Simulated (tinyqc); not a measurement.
Worked calculation: pi bands of a honeycomb layer in tight binding. Values are carried at full precision from step to step, so a last printed digit may differ when a step is redone from the rounded ones.

Lattice vectors a (1,0) and a (1/2, sqrt3/2); f = exp(i ky a/sqrt3) + 2 cos(kx a/2) exp(-i ky a/(2 sqrt3)), w = |f|. H = [[D - t2 F, -t f], [., -D - t2 F]] with F = w^2 - 3, S = [[1, s0 f], [., 1]]; the levels solve det(H - E S) = 0. K = (4 pi/3a, 0), M = (pi/a, pi/(sqrt3 a)); w = 3, 1, 0 at Gamma, M, K.

Constants: hbar = 6.58211957e-16 eV s; hbar^2/2m0 = 3.80998211 eV angstrom^2.

Values chosen for the exercise (of the size used for hexagonal BN; shifted at random, so the results belong to these values and not to a real crystal): a = 2.5 angstrom (lattice constant); t = 2.34 eV (nearest hopping); t2 = 0 eV (second-neighbour hopping); s0 = 0 (overlap of neighbours); D = 3.07 eV (+D on A, -D on B); k = (0.43, 0.55) 1/angstrom (wave vector).

## H and S at one k

Form f, w, F and the two matrices.

f = 2.28551+0.04891i
w = 2.28604
F = 2.22597

H (eV):
```
                 A                B
A           3.0700  -5.3481-0.1145i
B  -5.3481+0.1145i          -3.0700
```

S:
```
         A        B
A  1.00000        0
B        0  1.00000
```

## The secular equation

det(H - E S) = 0 reads (e - E)^2 - D^2 - (t + s0 E)^2 w^2 = 0 with e = -t2 (w^2 - 3), that is c2 E^2 + 2 c1 E + c0 = 0 with c2 = 1 - s0^2 w^2, c1 = -(e + t s0 w^2), c0 = e^2 - D^2 - t^2 w^2.

c2, c1, c0: 1.0000  0.0000  -38.0402

levels (eV): -6.1677  6.1677

## Levels at Gamma, M and K

Solve the quadratic (e - E)^2 - D^2 - (t + s0 E)^2 w^2 = 0 with e = -t2 (w^2 - 3), for w = 3, 1, 0.

Levels (eV):

| point | w | lower | upper | difference |
|---|---|---|---|---|
| Gamma | 3 | -7.6619 | 7.6619 | 15.3239 |
| M | 1 | -3.8601 | 3.8601 | 7.7202 |
| K | 0 | -3.0700 | 3.0700 | 6.1400 |

Measured from the middle of the levels at K (0.000 eV), the upper band reaches 7.662 eV and the lower -7.662 eV at Gamma: mirror images, as neither overlap nor t2 is present. The saddle points at M give the absorption peak at 7.720 eV in this one-electron picture.

## Near K

w = (sqrt3/2) a q to first order in the distance q from K. Effective hopping t* = t + 3 t2 s0, hbar v = (sqrt3/2) a t*, v in m/s = hbar v x 1e-10/hbar; band-edge masses follow from E^2 = D^2 + (hbar v q)^2 when t2 = s0 = 0: m/m0 = 2 c D/(hbar v)^2, c = hbar^2/2m0.

hbar v = 5.0662 eV angstrom
v = 7.697e+05 m/s
mass = 0.9114 m0

## Checks

- Roots of the quadratic against the generalised eigenproblem: they agree to 1e-10 or better.

(tinyqc, `OMP_NUM_THREADS=1 python tinyqc.py 1480754 1480755 out.jsonl`, Intel(R) Xeon(R) Processor @ 2.30GHz, 1 thread, shared host, about 0.01 s.)
